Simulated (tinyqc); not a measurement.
Thickness series: Landau-Devonshire theory of a uniaxial ferroelectric. Computed by tinyqc, a small Python program. Command: `OMP_NUM_THREADS=1 python tinyqc.py 3002372 3002373 out.jsonl ferro walk`. One thread of a shared host (Intel(R) Xeon(R) Processor @ 2.30GHz), about 0.01 s of CPU time with the checks.

G(P) = (alpha/2) P^2 + (beta*/4) P^4 + (gamma/6) P^6 - E P per volume, SI units, one domain, P along the polar axis, which is normal to the film.

Inputs (values chosen for the exercise, modelled on barium titanate):
```
quantity,value,unit
alpha_0,656000,J m/(C^2 K)
Curie-Weiss temperature T0,381,K
beta,-8.12e+08,J m^5/C^4
gamma,1.64e+10,J m^9/C^6
temperature T,368,K
misfit strain u_m,-0.014,-
electrostriction Q12,-0.043,m^4/C^2
compliance s11 + s12,5.6e-12,m^2/N
film thickness d,3.3,nm
screening length lambda,0.0083,nm
background permittivity eps_b,8,-
series capacitance C_d,4.1,microfarad/cm^2
```

Sample: epitaxial film.

Constants: eps_0 = 8.8541878128e-12 F/m.

Method:
- alpha = alpha_0 (T - T0*), with clamping: T0* = T0 + 4 Q12 u_m/(alpha_0 (s11 + s12)), beta* = beta + 4 Q12^2/(s11 + s12).
- Ps^2 = [-beta* + sqrt(beta*^2 - 4 alpha gamma)]/(2 gamma).
- chi = 1/(eps_0 G''), G'' = alpha + 3 beta* P^2 + 5 gamma P^4 at Ps. Ps, chi and the coercive field are for perfect screening, without a depolarising field. The intrinsic coercive field is |alpha P + beta* P^3 + gamma P^5| at the P_c where G'' = 0. 1 C/m^2 = 100 microcoulomb/cm^2.
- Between shorted electrodes with screening length lambda each, the depolarising field is -k P, k = 2 lambda/(eps_0 (d + 2 lambda eps_b)), so alpha turns into alpha + k.
- The polar state is the lowest uniform state while alpha + k < 0 (beta* > 0) or < 3 beta*^2/(16 gamma) (beta* < 0); setting the equality gives the critical thickness d_c.
- Domains are left out, though they can pre-empt both the loss of P and the state at P = 0. The second and third columns are for the shorted capacitor, polar only where it is the lowest uniform state: alpha + k < 0 (beta* > 0) or < 3 beta*^2/(16 gamma) (beta* < 0). The last column is another circuit, the film in series with C_d at P = 0: 1/C = (alpha d)/(1 + alpha eps_0 eps_b) + 1/C_d, and P = 0 is locally stable while 1/C > 0; a dash marks the rest.

alpha = -4.38528e+08 J m/C^2

beta* = 5.08714e+08 J m^5/C^4

critical thickness d_c = 4.14246 nm

spontaneous polarisation Ps = 38.5677 microcoulomb/cm^2

Against thickness:
```
d (nm),P (microcoulomb/cm^2),depolarising field (MV/m),C of the stack / C_d
1,0.000,0.000,1.0189
2,0.000,0.000,1.0385
3,0.000,0.000,1.0589
5,23.045,84.173,1.1023
8,31.332,72.229,1.1743
15,35.195,43.603,1.3857
30,36.981,23.009,2.2557
60,37.796,11.784,-
150,38.264,4.778,-
```

The polar state appears between 3 and 5 nm (d_c = 4.14 nm), and at 150 nm P is 99.2 % of Ps. The stack exceeds C_d wherever it is stable, up to 2.26 times: the ferroelectric held at P = 0 acts as a negative capacitance. Caution: the strain shifts T0 by more than 500 K here, which is beyond the range where constant coefficients hold. Caution: far below T0* the expansion with linear alpha(T) is only a fit.

Extremes, crossings and ranges named in words are read from the listed rows.
